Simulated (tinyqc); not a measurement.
Worked calculation (part 2 of 3): UHF in the sto-6g basis, for BeH2, spin multiplicity 1. Computed by tinyqc, a small Python program that keeps every step (integrals from PySCF). Command: `OMP_NUM_THREADS=1 python tinyqc.py 30770 30771 out.jsonl` (the two numbers bound the seeds that draw the settings). One thread of a shared host (Intel(R) Xeon(R) Processor @ 2.60GHz), about 0.1 s of CPU time with the checks.

Geometry (angstrom):
```
atom         x          y         z
Be    0.000000   0.000000  0.000000
H     0.000000   1.462000  0.000000
H     0.000000  -1.511000  0.000000
```

## Iteration 2: building the Fock matrix

D(alpha) after iteration 1:
```
            1Be 1s     1Be 2s    1Be 2px    1Be 2py    1Be 2pz      2H 1s      3H 1s
1Be 1s    1.030955  -0.098860  -0.020699  -0.001540   0.000673  -0.084783  -0.083562
1Be 2s   -0.098860   0.354746   0.062597   0.001095  -0.002036   0.228298   0.229059
1Be 2px  -0.020699   0.062597   0.012497  -0.019696  -0.000407   0.025174   0.055914
1Be 2py  -0.001540   0.001095  -0.019696   0.274623   0.000641   0.210279  -0.212289
1Be 2pz   0.000673  -0.002036  -0.000407   0.000641   0.000013  -0.000819  -0.001819
2H 1s    -0.084783   0.228298   0.025174   0.210279  -0.000819   0.307264  -0.014718
3H 1s    -0.083562   0.229059   0.055914  -0.212289  -0.001819  -0.014718   0.313530
```

D(beta) after iteration 1:
```
            1Be 1s     1Be 2s    1Be 2px    1Be 2py    1Be 2pz      2H 1s      3H 1s
1Be 1s    1.030955  -0.098860   0.020699  -0.001540  -0.000673  -0.084783  -0.083562
1Be 2s   -0.098860   0.354746  -0.062597   0.001095   0.002036   0.228298   0.229059
1Be 2px   0.020699  -0.062597   0.012497   0.019696  -0.000407  -0.025174  -0.055914
1Be 2py  -0.001540   0.001095   0.019696   0.274623  -0.000641   0.210279  -0.212289
1Be 2pz  -0.000673   0.002036  -0.000407  -0.000641   0.000013   0.000819   0.001819
2H 1s    -0.084783   0.228298  -0.025174   0.210279   0.000819   0.307264  -0.014718
3H 1s    -0.083562   0.229059  -0.055914  -0.212289   0.001819  -0.014718   0.313530
```

core Hamiltonian H = T + V (hartree):
```
            1Be 1s     1Be 2s    1Be 2px    1Be 2py    1Be 2pz      2H 1s      3H 1s
1Be 1s   -8.658209  -2.039548   0.000000  -0.001015   0.000000  -0.444818  -0.398409
1Be 2s   -2.039548  -2.761388   0.000000  -0.005512   0.000000  -1.110448  -1.046846
1Be 2px   0.000000   0.000000  -2.253644   0.000000   0.000000   0.000000   0.000000
1Be 2py  -0.001015  -0.005512   0.000000  -2.453170   0.000000  -1.194680   1.143324
1Be 2pz   0.000000   0.000000   0.000000   0.000000  -2.253644   0.000000   0.000000
2H 1s    -0.444818  -1.110448   0.000000  -1.194680   0.000000  -2.090069  -0.077729
3H 1s    -0.398409  -1.046846   0.000000   1.143324   0.000000  -0.077729  -2.044551
```

Two-electron integrals (ij|kl) in chemists' order, unique and non-zero (hartree):
```
(11|11) 2.299996    (21|11) 0.361879    (21|21) 0.071926    (22|11) 0.570332
(22|21) 0.139654    (22|22) 0.417773    (31|31) 0.015252    (32|31) 0.022555
(32|32) 0.092340    (33|11) 0.570332    (33|21) 0.139654    (33|22) 0.417773
(33|33) 0.450117    (41|41) 0.015252    (42|41) 0.022555    (42|42) 0.092340
(43|43) 0.024258    (44|11) 0.570332    (44|21) 0.139654    (44|22) 0.417773
(44|33) 0.401601    (44|44) 0.450117    (51|51) 0.015252    (52|51) 0.022555
(52|52) 0.092340    (53|53) 0.024258    (54|54) 0.024258    (55|11) 0.570332
(55|21) 0.139654    (55|22) 0.417773    (55|33) 0.401601    (55|44) 0.401601
(55|55) 0.450117    (61|11) 0.080232    (61|21) 0.015487    (61|22) 0.029955
(61|33) 0.029708    (61|41) 0.001533    (61|42) 0.002974    (61|44) 0.030449
(61|55) 0.029708    (61|61) 0.003527    (62|11) 0.192891    (62|21) 0.047983
(62|22) 0.156266    (62|33) 0.150372    (62|41) 0.006694    (62|42) 0.039416
(62|44) 0.168053    (62|55) 0.150372    (62|61) 0.011428    (62|62) 0.087124
(63|31) 0.004622    (63|32) 0.021049    (63|43) 0.006834    (63|63) 0.007978
(64|11) 0.207575    (64|21) 0.052289    (64|22) 0.177939    (64|33) 0.167488
(64|41) 0.010822    (64|42) 0.061431    (64|44) 0.198841    (64|55) 0.167488
(64|61) 0.013066    (64|62) 0.112870    (64|64) 0.150936    (65|51) 0.004622
(65|52) 0.021049    (65|54) 0.006834    (65|65) 0.007978    (66|11) 0.359922
(66|21) 0.091351    (66|22) 0.332155    (66|33) 0.308222    (66|41) 0.014971
(66|42) 0.113286    (66|44) 0.380022    (66|55) 0.308222    (66|61) 0.022509
(66|62) 0.235507    (66|64) 0.323823    (66|66) 0.774999    (71|11) 0.071762
(71|21) 0.013860    (71|22) 0.026838    (71|33) 0.026616    (71|41) -0.001373
(71|42) -0.002676   (71|44) 0.027281    (71|55) 0.026616    (71|61) 0.002857
(71|62) 0.008471    (71|64) 0.008874    (71|66) 0.015907    (71|71) 0.002825
(72|11) 0.180556    (72|21) 0.044962    (72|22) 0.147393    (72|33) 0.141742
(72|41) -0.006257   (72|42) -0.037498   (72|44) 0.158694    (72|55) 0.141742
(72|61) 0.008864    (72|62) 0.042596    (72|64) 0.044211    (72|66) 0.084933
(72|71) 0.009603    (72|72) 0.078918    (73|31) 0.004225    (73|32) 0.019497
(73|43) -0.006417   (73|63) 0.003011    (73|73) 0.007016    (74|11) -0.197041
(74|21) -0.049667   (74|22) -0.170026   (74|33) -0.160044   (74|41) 0.010084
(74|42) 0.058356    (74|44) -0.189989   (74|55) -0.160044   (74|61) -0.009433
(74|62) -0.044998   (74|64) -0.045040   (74|66) -0.088572   (74|71) -0.011109
(74|72) -0.103391   (74|74) 0.139498    (75|51) 0.004225    (75|52) 0.019497
(75|54) -0.006417   (75|65) 0.003011    (75|75) 0.007016    (76|11) 0.013034
(76|21) 0.003158    (76|22) 0.009456    (76|33) 0.009270    (76|41) -0.000006
(76|42) -0.000041   (76|44) 0.009828    (76|55) 0.009270    (76|61) 0.000682
(76|62) 0.003706    (76|64) 0.004327    (76|66) 0.008358    (76|71) 0.000612
(76|72) 0.003547    (76|74) -0.004212   (76|76) 0.000220    (77|11) 0.348611
(77|21) 0.088537    (77|22) 0.324579    (77|33) 0.301324    (77|41) -0.014151
(77|42) -0.110037   (77|44) 0.371091    (77|55) 0.301324    (77|61) 0.017252
(77|62) 0.088311    (77|64) 0.090578    (77|66) 0.177978    (77|71) 0.019516
(77|72) 0.223083    (77|74) -0.309697   (77|76) 0.008358    (77|77) 0.774999
```

nuclear repulsion = 3.02667783 hartree

J_ij = sum D_kl (ij|kl) with D = D(alpha) + D(beta), K_ij = sum D_kl (ik|jl) for each spin; F = H + J - K(s); E = tr D H + tr D J / 2 - 0.5 sum_s tr D(s) K(s) + E_nn.

Coulomb J (hartree):
```
           1Be 1s    1Be 2s    1Be 2px    1Be 2py    1Be 2pz     2H 1s      3H 1s
1Be 1s   6.402761  1.169757   0.000000   0.001191   0.000000  0.258047   0.230668
1Be 2s   1.169757  2.616823   0.000000   0.004526   0.000000  1.030729   0.971509
1Be 2px  0.000000  0.000000   2.551803   0.000000  -0.000039  0.000000   0.000000
1Be 2py  0.001191  0.004526   0.000000   2.748080   0.000000  1.204099  -1.149063
1Be 2pz  0.000000  0.000000  -0.000039   0.000000   2.550592  0.000000   0.000000
2H 1s    0.258047  1.030729   0.000000   1.204099   0.000000  2.373390   0.061744
3H 1s    0.230668  0.971509   0.000000  -1.149063   0.000000  0.061744   2.331729
```

exchange K(alpha) (hartree):
```
            1Be 1s     1Be 2s    1Be 2px    1Be 2py    1Be 2pz      2H 1s      3H 1s
1Be 1s    2.320472   0.376128   0.000621   0.000040  -0.000020   0.086772   0.077733
1Be 2s    0.376128   0.427238   0.041905   0.006522  -0.001363   0.289257   0.276290
1Be 2px   0.000621   0.041905   0.083523  -0.013307  -0.000173   0.015233   0.030283
1Be 2py   0.000040   0.006522  -0.013307   0.474929   0.000433   0.327755  -0.316193
1Be 2pz  -0.000020  -0.001363  -0.000173   0.000433   0.078206  -0.000496  -0.000985
2H 1s     0.086772   0.289257   0.015233   0.327755  -0.000496   0.551641   0.008905
3H 1s     0.077733   0.276290   0.030283  -0.316193  -0.000985   0.008905   0.540193
```

exchange K(beta) (hartree):
```
            1Be 1s     1Be 2s    1Be 2px    1Be 2py    1Be 2pz      2H 1s      3H 1s
1Be 1s    2.320472   0.376128  -0.000621   0.000040   0.000020   0.086772   0.077733
1Be 2s    0.376128   0.427238  -0.041905   0.006522   0.001363   0.289257   0.276290
1Be 2px  -0.000621  -0.041905   0.083523   0.013307  -0.000173  -0.015233  -0.030283
1Be 2py   0.000040   0.006522   0.013307   0.474929  -0.000433   0.327755  -0.316193
1Be 2pz   0.000020   0.001363  -0.000173  -0.000433   0.078206   0.000496   0.000985
2H 1s     0.086772   0.289257  -0.015233   0.327755   0.000496   0.551641   0.008905
3H 1s     0.077733   0.276290  -0.030283  -0.316193   0.000985   0.008905   0.540193
```

F(alpha) (hartree):
```
            1Be 1s     1Be 2s    1Be 2px    1Be 2py    1Be 2pz      2H 1s      3H 1s
1Be 1s   -4.575920  -1.245920  -0.000621   0.000137   0.000020  -0.273543  -0.245473
1Be 2s   -1.245920  -0.571802  -0.041905  -0.007508   0.001363  -0.368976  -0.351626
1Be 2px  -0.000621  -0.041905   0.214636   0.013307   0.000134  -0.015233  -0.030283
1Be 2py   0.000137  -0.007508   0.013307  -0.180019  -0.000433  -0.318336   0.310455
1Be 2pz   0.000020   0.001363   0.000134  -0.000433   0.218741   0.000496   0.000985
2H 1s    -0.273543  -0.368976  -0.015233  -0.318336   0.000496  -0.268320  -0.024890
3H 1s    -0.245473  -0.351626  -0.030283   0.310455   0.000985  -0.024890  -0.253014
```

F(beta) (hartree):
```
            1Be 1s     1Be 2s    1Be 2px    1Be 2py    1Be 2pz      2H 1s      3H 1s
1Be 1s   -4.575920  -1.245920   0.000621   0.000137  -0.000020  -0.273543  -0.245473
1Be 2s   -1.245920  -0.571802   0.041905  -0.007508  -0.001363  -0.368976  -0.351626
1Be 2px   0.000621   0.041905   0.214636  -0.013307   0.000134   0.015233   0.030283
1Be 2py   0.000137  -0.007508  -0.013307  -0.180019   0.000433  -0.318336   0.310455
1Be 2pz  -0.000020  -0.001363   0.000134   0.000433   0.218741  -0.000496  -0.000985
2H 1s    -0.273543  -0.368976   0.015233  -0.318336  -0.000496  -0.268320  -0.024890
3H 1s    -0.245473  -0.351626   0.030283   0.310455  -0.000985  -0.024890  -0.253014
```

total energy of this density = -15.69080248 hartree

## Iteration 2: DIIS over 2 matrices

error matrix X^T (FDS - SDF) X (alpha):
```
           1          2          3          4          5          6          7
1   0.000000  -0.008452  -0.000391   0.000296   0.000013   0.004916   0.005664
2   0.008452   0.000000  -0.017570   0.000134   0.000572   0.009630   0.007905
3   0.000391   0.017570   0.000000  -0.005955   0.000000   0.008138   0.018407
4  -0.000296  -0.000134   0.005955   0.000000  -0.000194   0.017657  -0.016030
5  -0.000013  -0.000572   0.000000   0.000194   0.000000  -0.000265  -0.000599
6  -0.004916  -0.009630  -0.008138  -0.017657   0.000265   0.000000   0.000183
7  -0.005664  -0.007905  -0.018407   0.016030   0.000599  -0.000183   0.000000
```

B (overlaps of the stored error matrices):
```
               1              2
1  8.9193201e-01  4.9975455e-02
2  4.9975455e-02  6.4078363e-03
```

Minimise |sum c_i e_i|^2 with sum c_i = 1: solve [B -1; -1 0][c; lambda] = [0; -1] with B_ij = tr e_i^T e_j summed over both spins, and take F = sum c_i F_i.

DIIS coefficients: -0.054569  1.054569

extrapolated F(alpha) (hartree):
```
            1Be 1s     1Be 2s    1Be 2px    1Be 2py    1Be 2pz      2H 1s      3H 1s
1Be 1s   -4.600014  -1.251085  -0.000374   0.000161   0.000012  -0.274353  -0.246196
1Be 2s   -1.251085  -0.576141  -0.039455  -0.007612   0.001283  -0.372108  -0.354790
1Be 2px  -0.000374  -0.039455   0.206146   0.012294   0.000118  -0.014968  -0.029605
1Be 2py   0.000161  -0.007612   0.012294  -0.181827  -0.000400  -0.321067   0.313275
1Be 2pz   0.000012   0.001283   0.000118  -0.000400   0.209769   0.000487   0.000963
2H 1s    -0.274353  -0.372108  -0.014968  -0.321067   0.000487  -0.272572  -0.025101
3H 1s    -0.246196  -0.354790  -0.029605   0.313275   0.000963  -0.025101  -0.256660
```

extrapolated F(beta) (hartree):
```
            1Be 1s     1Be 2s    1Be 2px    1Be 2py    1Be 2pz      2H 1s      3H 1s
1Be 1s   -4.600014  -1.251085   0.000374   0.000161  -0.000012  -0.274353  -0.246196
1Be 2s   -1.251085  -0.576141   0.039455  -0.007612  -0.001283  -0.372108  -0.354790
1Be 2px   0.000374   0.039455   0.206146  -0.012294   0.000118   0.014968   0.029605
1Be 2py   0.000161  -0.007612  -0.012294  -0.181827   0.000400  -0.321067   0.313275
1Be 2pz  -0.000012  -0.001283   0.000118   0.000400   0.209769  -0.000487  -0.000963
2H 1s    -0.274353  -0.372108   0.014968  -0.321067  -0.000487  -0.272572  -0.025101
3H 1s    -0.246196  -0.354790   0.029605   0.313275  -0.000963  -0.025101  -0.256660
```

## Iteration 2: diagonalisation and new density

X:
```
            1Be 1s     1Be 2s   1Be 2px    1Be 2py   1Be 2pz      2H 1s      3H 1s
1Be 1s    1.027276  -0.147921  0.000000  -0.000225  0.000000   0.018205   0.018764
1Be 2s   -0.147921   1.191135  0.000000   0.012282  0.000000  -0.268109  -0.245525
1Be 2px   0.000000   0.000000  1.000000   0.000000  0.000000   0.000000   0.000000
1Be 2py  -0.000225   0.012282  0.000000   1.278783  0.000000  -0.372823   0.352874
1Be 2pz   0.000000   0.000000  0.000000   0.000000  1.000000   0.000000   0.000000
2H 1s     0.018205  -0.268109  0.000000  -0.372823  0.000000   1.232874  -0.075119
3H 1s     0.018764  -0.245525  0.000000   0.352874  0.000000  -0.075119   1.208917
```

Diagonalise F' = X^T F X, C = X C', fill 3 alpha and 3 beta electrons from the bottom; D(s) = C_occ C_occ^T. Each column has its largest component positive (the first on a tie).

F' = X^T F X (alpha) (hartree):
```
           1          2          3          4          5          6          7
1  -4.502743  -0.659513   0.004621   0.001807  -0.000150  -0.028775  -0.018297
2  -0.659513  -0.110067  -0.035508   0.005267   0.001155  -0.307299  -0.289551
3   0.004621  -0.035508   0.206146   0.010371   0.000118  -0.010242  -0.020647
4   0.001807   0.005267   0.010371   0.228300  -0.000337  -0.419343   0.405065
5  -0.000150   0.001155   0.000118  -0.000337   0.209769   0.000333   0.000672
6  -0.028775  -0.307299  -0.010242  -0.419343   0.000333   0.064138  -0.088290
7  -0.018297  -0.289551  -0.020647   0.405065   0.000672  -0.088290   0.052574
```

orbital energies (alpha) (hartree): MO1 -4.601603, MO2 -0.436362, MO3 -0.396658, MO4 0.208394, MO5 0.209772, MO6 0.392022, MO7 0.772551

coefficients C (alpha):
```
               MO1        MO2        MO3        MO4       MO5        MO6        MO7
1Be 1s    0.994639  -0.203306   0.020828   0.000512  0.000000  -0.216171  -0.007505
1Be 2s    0.021432   0.577295  -0.066182   0.025568  0.000000   1.108960   0.066672
1Be 2px   0.000228   0.060580  -0.028020   0.995637  0.032512  -0.056396   0.003785
1Be 2py  -0.000004   0.054755   0.493699   0.003583  0.000000  -0.036976   1.284849
1Be 2pz  -0.000007  -0.001971   0.000911  -0.032387  0.999471   0.001835  -0.000123
2H 1s    -0.002608   0.440172   0.373776  -0.053790  0.000000  -0.725294  -0.935105
3H 1s    -0.002708   0.348106  -0.466538  -0.081124  0.000000  -0.769757   0.845179
```

F' = X^T F X (beta) (hartree):
```
           1          2          3          4          5          6          7
1  -4.502743  -0.659513  -0.004621   0.001807   0.000150  -0.028775  -0.018297
2  -0.659513  -0.110067   0.035508   0.005267  -0.001155  -0.307299  -0.289551
3  -0.004621   0.035508   0.206146  -0.010371   0.000118   0.010242   0.020647
4   0.001807   0.005267  -0.010371   0.228300   0.000337  -0.419343   0.405065
5   0.000150  -0.001155   0.000118   0.000337   0.209769  -0.000333  -0.000672
6  -0.028775  -0.307299   0.010242  -0.419343  -0.000333   0.064138  -0.088290
7  -0.018297  -0.289551   0.020647   0.405065  -0.000672  -0.088290   0.052574
```

orbital energies (beta) (hartree): MO1 -4.601603, MO2 -0.436362, MO3 -0.396658, MO4 0.208394, MO5 0.209772, MO6 0.392022, MO7 0.772551

coefficients C (beta):
```
               MO1        MO2        MO3        MO4       MO5        MO6        MO7
1Be 1s    0.994639  -0.203306   0.020828  -0.000512  0.000000  -0.216171  -0.007505
1Be 2s    0.021432   0.577295  -0.066182  -0.025568  0.000000   1.108960   0.066672
1Be 2px  -0.000228  -0.060580   0.028020   0.995637  0.032512   0.056396  -0.003785
1Be 2py  -0.000004   0.054755   0.493699  -0.003583  0.000000  -0.036976   1.284849
1Be 2pz   0.000007   0.001971  -0.000911  -0.032387  0.999471  -0.001835   0.000123
2H 1s    -0.002608   0.440172   0.373776   0.053790  0.000000  -0.725294  -0.935105
3H 1s    -0.002708   0.348106  -0.466538   0.081124  0.000000  -0.769757   0.845179
```

D(alpha) after iteration 2:
```
            1Be 1s     1Be 2s    1Be 2px    1Be 2py    1Be 2pz      2H 1s      3H 1s
1Be 1s    1.031074  -0.097429  -0.012673  -0.000854   0.000412  -0.084299  -0.083183
1Be 2s   -0.097429   0.338109   0.036832  -0.001064  -0.001198   0.229316   0.231778
1Be 2px  -0.012673   0.036832   0.004455  -0.010516  -0.000145   0.016192   0.034160
1Be 2py  -0.000854  -0.001064  -0.010516   0.246737   0.000342   0.208634  -0.211269
1Be 2pz   0.000412  -0.001198  -0.000145   0.000342   0.000005  -0.000527  -0.001111
2H 1s    -0.084299   0.229316   0.016192   0.208634  -0.000527   0.333467  -0.021147
3H 1s    -0.083183   0.231778   0.034160  -0.211269  -0.001111  -0.021147   0.338843
```

D(beta) after iteration 2:
```
            1Be 1s     1Be 2s    1Be 2px    1Be 2py    1Be 2pz      2H 1s      3H 1s
1Be 1s    1.031074  -0.097429   0.012673  -0.000854  -0.000412  -0.084299  -0.083183
1Be 2s   -0.097429   0.338109  -0.036832  -0.001064   0.001198   0.229316   0.231778
1Be 2px   0.012673  -0.036832   0.004455   0.010516  -0.000145  -0.016192  -0.034160
1Be 2py  -0.000854  -0.001064   0.010516   0.246737  -0.000342   0.208634  -0.211269
1Be 2pz  -0.000412   0.001198  -0.000145  -0.000342   0.000005   0.000527   0.001111
2H 1s    -0.084299   0.229316  -0.016192   0.208634   0.000527   0.333467  -0.021147
3H 1s    -0.083183   0.231778  -0.034160  -0.211269   0.001111  -0.021147   0.338843
```
